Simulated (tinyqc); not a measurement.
Inside a calculation. Method: CIS and TDHF on RHF in the 6-31g basis, for HeH+, spin multiplicity 1. Computed by tinyqc, a small Python program that keeps every step (integrals from PySCF). Settings: charge = 1, multiplicity = 1, basis = 6-31g, method = RHF, energy threshold = 1e-10, iteration cap = 85, orthogonalisation = symmetric, start = atomic densities, DIIS depth = 6, TDHF = 1. Command: `OMP_NUM_THREADS=1 python tinyqc.py 26922 26923 out.jsonl` (the two numbers bound the seeds that draw the settings). One thread of a shared host (Intel(R) Xeon(R) Processor @ 2.60GHz), about 0.07 s of CPU time with the checks. The early iterations of the SCF are left out here.

## One-electron integrals

Geometry (angstrom):
```
atom        x        y        z
He    0.00000  0.00000  0.00000
H     0.00000  0.00000  0.93700
```

Basis 6-31g: exponents (1/bohr^2) and contraction coefficients of normalised primitives:
```
element  l (shell)  exponent  coefficient
He           s (1)  38.42163      0.04014
He           s (1)   5.77803      0.26125
He           s (1)   1.24177      0.79318
He           s (2)   0.29796      1.00000
H            s (1)  18.73114      0.03349
H            s (1)   2.82539      0.23473
H            s (1)   0.64012      0.81376
H            s (2)   0.16128      1.00000
```

Overlap, kinetic and nuclear-attraction integrals over the contracted functions; the nuclear repulsion is the sum of Za Zb / Rab.

nuclear repulsion = 1.1295138 hartree

overlap S, lower triangle:
```
         1He 1s   1He 2s    2H 1s    2H 2s
1He 1s  1.00000
1He 2s  0.63415  1.00000
2H 1s   0.18651  0.43355  1.00000
2H 2s   0.28905  0.67190  0.65829  1.00000
```

kinetic energy T (hartree), lower triangle:
```
          1He 1s   1He 2s    2H 1s    2H 2s
1He 1s   2.92565
1He 2s   0.46723  0.44695
2H 1s   -0.00910  0.15215  1.39568
2H 2s    0.08734  0.16479  0.25974  0.24192
```

nuclear attraction V (hartree), lower triangle:
```
          1He 1s    1He 2s     2H 1s     2H 2s
1He 1s  -5.37001
1He 2s  -2.37118  -2.27683
2H 1s   -0.67369  -1.11580  -2.77930
2H 2s   -1.03645  -1.39627  -1.46937  -1.59532
```

core Hamiltonian H = T + V (hartree), lower triangle:
```
          1He 1s    1He 2s     2H 1s     2H 2s
1He 1s  -2.44435
1He 2s  -1.90395  -1.82989
2H 1s   -0.68279  -0.96365  -1.38362
2H 2s   -0.94911  -1.23148  -1.20964  -1.35340
```

## Two-electron integrals

Functions are numbered as in S; the eight-fold symmetry (ij|kl) = (ji|kl) = (kl|ij) leaves the list below.

Two-electron integrals (ij|kl) in chemists' order, unique and non-zero (hartree):
```
(11|11) 1.54394   (21|11) 0.78545   (21|21) 0.42703   (22|11) 0.80395
(22|21) 0.47619   (22|22) 0.61594   (31|11) 0.20979   (31|21) 0.11684
(31|22) 0.13518   (31|31) 0.03918   (32|11) 0.30322   (32|21) 0.18384
(32|22) 0.24933   (32|31) 0.06797   (32|32) 0.15231   (33|11) 0.55828
(33|21) 0.34937   (33|22) 0.50983   (33|31) 0.14247   (33|32) 0.37685
(33|33) 1.07657   (41|11) 0.34114   (41|21) 0.18758   (41|22) 0.21298
(41|31) 0.05447   (41|32) 0.08884   (41|33) 0.17354   (41|41) 0.08392
(42|11) 0.45824   (42|21) 0.27642   (42|22) 0.37359   (42|31) 0.08631
(42|32) 0.17712   (42|33) 0.39252   (42|41) 0.12746   (42|42) 0.24410
(43|11) 0.35706   (43|21) 0.22191   (43|22) 0.32131   (43|31) 0.08482
(43|32) 0.21524   (43|33) 0.57847   (43|41) 0.10854   (43|42) 0.24197
(43|43) 0.32942   (44|11) 0.46631   (44|21) 0.28929   (44|22) 0.42245
(44|31) 0.09834   (44|32) 0.23705   (44|33) 0.58740   (44|41) 0.13724
(44|42) 0.30445   (44|43) 0.36130   (44|44) 0.45315
```

## Orthogonalisation

S = U s U^T; symmetric (Loewdin) form X = U s^(-1/2) U^T, so that X^T S X = 1.

eigenvalues of S: 0.19260  0.38703  0.95186  2.46852

X, lower triangle:
```
          1He 1s    1He 2s     2H 1s    2H 2s
1He 1s   1.23422
1He 2s  -0.49623   1.56210
2H 1s   -0.00593  -0.07059   1.25043
2H 2s    0.06869  -0.52301  -0.44345  1.50077
```

## Iteration 8 (converged): orbitals

converged F (hartree), lower triangle:
```
          1He 1s    1He 2s     2H 1s     2H 2s
1He 1s  -1.12742
1He 2s  -1.36007  -0.97278
2H 1s   -0.63617  -0.64779  -0.39907
2H 2s   -0.78616  -0.71316  -0.66492  -0.63454
```

Diagonalise F' = X^T F X, C = X C', fill 1 alpha and 1 beta electrons from the bottom; D = 2 C_occ C_occ^T. Each column has its largest component positive (the first on a tie).

F' = X^T F X (hartree), lower triangle:
```
          1         2         3         4
1  -0.37260
2  -1.17921   0.08806
3  -0.25092  -0.21081   0.05763
4  -0.16332  -0.22928  -0.47989  -0.10058
```

orbital energies (hartree): MO1 -1.52035, MO2 -0.33695, MO3 0.46505, MO4 1.06475

coefficients C:
```
            MO1       MO2       MO3       MO4
1He 1s  0.59586  -0.24257   0.00795  -1.16633
1He 2s  0.41493  -0.59350   0.13349   1.55650
2H 1s   0.17665   0.40508   1.25276   0.02327
2H 2s   0.02178   0.92904  -1.23750  -0.57639
```

D after iteration 8, lower triangle:
```
         1He 1s   1He 2s    2H 1s    2H 2s
1He 1s  0.71010
1He 2s  0.49448  0.34433
2H 1s   0.21052  0.14659  0.06241
2H 2s   0.02596  0.01808  0.00770  0.00095
```

## Convergence

Stop when the energy changes by less than 1e-10 hartree and every element of the error matrix X^T (F D S - S D F) X is below 3e-06.

Course of the cycle:
```
iteration  E (hartree)     change  largest element of the error matrix
1           -2.3217465          -                             2.67e-01
2           -2.8951756  -5.73e-01                             8.57e-02
3           -2.8997991  -4.62e-03                             2.64e-02
4           -2.9002354  -4.36e-04                             3.22e-03
5           -2.9002386  -3.14e-06                             1.53e-04
6           -2.9002386  -1.96e-08                             1.53e-05
7           -2.9002386  -1.13e-10                             4.46e-09
8           -2.9002386  -8.88e-16                             4.32e-09
```

PySCF RHF in the same basis = -2.9002386 hartree

Converged in 8 iterations.

## Integrals over molecular orbitals

(pq|rs) = sum C_ip C_jq C_kr C_ls (ij|kl), one index at a time.

one-electron integrals over orbitals h = C^T H C (hartree), lower triangle:
```
          1         2         3         4
1  -2.50940
2   0.15762  -1.25888
3  -0.01479  -0.20676  -0.44066
4   0.26618  -0.20643   0.03467  -0.36265
```

Two-electron integrals over orbitals (pq|rs), unique and non-zero (hartree):
```
(11|11) 0.98905    (21|11) -0.15762   (21|21) 0.09499    (22|11) 0.50846
(22|21) 0.04609    (22|22) 0.56011    (31|11) 0.01479    (31|21) 0.03858
(31|22) 0.06969    (31|31) 0.03944    (32|11) 0.12267    (32|21) 0.03103
(32|22) 0.13312    (32|31) 0.05856    (32|32) 0.12732    (33|11) 0.47258
(33|21) 0.07928    (33|22) 0.56305    (33|31) 0.10122    (33|32) 0.18425
(33|33) 0.63609    (41|11) -0.26618   (41|21) 0.08905    (41|22) -0.04889
(41|31) 0.00413    (41|32) -0.01057   (41|33) -0.01623   (41|41) 0.19130
(42|11) 0.14774    (42|21) -0.03027   (42|22) 0.04226    (42|31) 0.00899
(42|32) 0.03085    (42|33) 0.04372    (42|41) -0.07608   (42|42) 0.04475
(43|11) -0.01527   (43|21) 0.02153    (43|22) 0.03245    (43|31) 0.01815
(43|32) 0.01447    (43|33) 0.04087    (43|41) -0.00532   (43|42) 0.00076
(43|43) 0.01706    (44|11) 0.80935    (44|21) -0.13910   (44|22) 0.42488
(44|31) -0.00676   (44|32) 0.07529    (44|33) 0.38546    (44|41) -0.20936
(44|42) 0.11000    (44|43) -0.02559   (44|44) 0.72404
```

## CIS matrix, singlets

A(ia,jb) = (e_a - e_i) d_ij d_ab + 2 (ia|jb) - (ij|ab).

CIS matrix A, singlet (hartree), lower triangle:
```
          1>2      1>3      1>4
1>2   0.86492
1>3  -0.04551  1.59170
1>4   0.03036  0.02353  2.15836
```

## CIS singlet states

dipole integrals <i|r|a> (bohr):
```
           x        y         z
1>2  0.00000  0.00000   0.60598
1>3  0.00000  0.00000   0.24678
1>4  0.00000  0.00000  -0.10587
```

Diagonalise A (1 hartree = 27.211386 eV); each vector has its largest component positive (the first on a tie). The transition dipole is mu = sqrt2 sum c_ia <i|r|a>.

singlet excitation energies (eV): 23.43734  43.36726  58.77546

lowest vectors:
```
      state 1   state 2  state 3
1>2   0.99772  -0.06386  0.02203
1>3   0.06296   0.99723  0.03961
1>4  -0.02450  -0.03813  0.99897
```

oscillator strengths 2/3 w |mu|^2: 0.44534  0.09500  0.01967

## TDHF (RPA) singlet states

B(ia,jb) = 2 (ia|jb) - (ib|ja); the squared energies are the eigenvalues of (A - B)(A + B); 1 hartree = 27.211386 eV.

TDHF matrix B, singlet (hartree), lower triangle:
```
         1>2      1>3      1>4
1>2  0.09499
1>3  0.03858  0.03944
1>4  0.08905  0.00413  0.19130
```

squared energies w^2 (hartree^2): 0.72750  2.53739  4.61627

TDHF energies from the positive w^2 (eV): 23.20964  43.34549  58.46504

## CIS matrix, triplets

A(ia,jb) = (e_a - e_i) d_ij d_ab - (ij|ab).

CIS matrix A, triplet (hartree), lower triangle:
```
          1>2      1>3      1>4
1>2   0.67495
1>3  -0.12267  1.51283
1>4  -0.14774  0.01527  1.77575
```

## CIS triplet states

Diagonalise A (1 hartree = 27.211386 eV); each vector has its largest component positive (the first on a tie).

triplet excitation energies (eV): 17.39001  41.51553  48.94753

lowest vectors:
```
     state 1   state 2   state 3
1>2  0.98271  -0.11925  -0.14164
1>3  0.13576   0.98425   0.11326
1>4  0.12590  -0.13053   0.98342
```

## TDHF (RPA) triplet states

B(ia,jb) = - (ib|ja); the squared energies are the eigenvalues of (A - B)(A + B); 1 hartree = 27.211386 eV.

TDHF matrix B, triplet (hartree), lower triangle:
```
          1>2       1>3       1>4
1>2  -0.09499
1>3  -0.03858  -0.03944
1>4  -0.08905  -0.00413  -0.19130
```

squared energies w^2 (hartree^2): 0.38642  2.32527  3.19398

TDHF energies from the positive w^2 (eV): 16.91535  41.49419  48.63139
